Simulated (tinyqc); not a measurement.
Worked calculation: microkinetic model of low-temperature epitaxy from hydride gases: adsorption, hydrogen desorption and rate control. Computed by tinyqc, a small Python program that keeps every step. Command: `OMP_NUM_THREADS=1 python tinyqc.py 3005927 3005928 out.jsonl hepi walk`. One thread of a shared host (Intel(R) Xeon(R) Processor @ 2.30GHz), about 0.01 s of CPU time with the checks. Intermediate numbers are printed to about 7 digits and carried at full precision; extremes and crossings named in words are read from the listed rows.

Each hydride molecule needs two free sites and leaves four hydrogen atoms, of which two leave at once as H2; theta is the hydrogen coverage, the site density is 6.78 per nm^2 and one layer is 1.358 angstrom thick.

Inputs (values chosen for the exercise, close to those used for silane on Si(001)):
```
quantity                            value  unit
silane pressure p_S                  0.66    Pa
sticking prefactor of silane s0     0.041     -
adsorption barrier E_s               0.17    eV
desorption prefactor nu_d         4.7e+11   1/s
desorption energy on silicon E_d     2.19    eV
hydrogen carrier pressure p_H           0    Pa
sticking of hydrogen s_H          4.3e-07     -
temperature T                         760     C
```

Film: silicon. Order of hydrogen desorption: first.

Constants: k_B = 8.617333262e-05 eV/K; u = 1.6605390666e-27 kg; k_B = 1.380649e-23 J/K.

## Rate constants

Flux per site F = p/(sqrt(2 pi M k_B T) x 6.78e18 per m^2), M = 32.12 u (silane), 2.016 u (hydrogen); s = s0 exp(-E_s/(k_B T)); k_S = s F_S = k; k_H = s_H F_H; k_d = nu_d exp(-E_d/(k_B T)). Temperatures in kelvin are T(C) + 273.15.

k = 8.552648 1/s

k_H = 0 1/s

k_d = 9.752685 1/s

## Coverage and growth rate

With k the hydride and k_H the hydrogen adsorption rate on free pairs and k_d the desorption rate, steady state: 2 (k + k_H)(1 - theta)^2 = k_d theta; growth rate R = k (1 - theta)^2 layers/s; 1 layer/s = 8.148 nm/min. With c = 2 (k + k_H)/k_d the free share is 1 - theta = 2/(1 + sqrt(1 + 4c)).

c = 1.753906

hydrogen coverage theta = 0.4779687

growth rate R in layers = 2.330739 layers/s

growth rate G = 18.99086 nm/min

Adsorption and desorption share control.

## Degrees of rate control

X_i = d ln R/d ln k_i at fixed other constants. With f = 1 - theta and a = 2/f + 1/theta: d ln f/d ln k_d = 1/(a f), so X_d = 2/(a f), X_k = 1 - X_d k/(k + k_H), X_H = -X_d k_H/(k + k_H); they sum to 1.

X_d (desorption) = 0.6467914

X_k (hydride adsorption) = 0.3532086

X_H (hydrogen adsorption) = 0

## Two regimes over temperature

Limits: desorption-limited R = k_d k/(2 (k + k_H)), adsorption-limited R = k.

Growth:
```
T (C)      theta    G (nm/min)  desorption limit (nm/min)  adsorption limit (nm/min)
400    0.9984287  7.677464e-05               7.689547e-05                   31.09450
450    0.9946782  1.040519e-03               1.046086e-03                   36.73895
500    0.9846423  9.997297e-03               1.015323e-02                   42.38658
550    0.9612897  7.187628e-02               7.477068e-02                   47.96583
600    0.9134529  4.001607e-01               4.380748e-01                   53.42313
650    0.8272124  1.753108e+00               2.119296e+00                   58.71964
700    0.6924429  6.037619e+00               8.719302e+00                   63.82845
750    0.5157978  1.611432e+01               3.124156e+01                   68.73193
800    0.3308087  3.287861e+01               9.938858e+01                   73.41975
850    0.1824963  5.205290e+01               2.852271e+02                   77.88708
```

The apparent activation energy of G is 2.19 eV between the first rows and 0.95 eV between the last; full hydrogen cover gives a value near the desorption energy (plus E_s where k_H far exceeds k), a bare surface one near E_s less k_B T/2 from the flux. The coverage passes one half between 750 and 800 C, the knee of the Arrhenius plot.

Checks made by the program: steady coverage against time integration of d theta/dt (relative difference below 1e-10); degree of control against a finite difference (relative difference 1e-10).
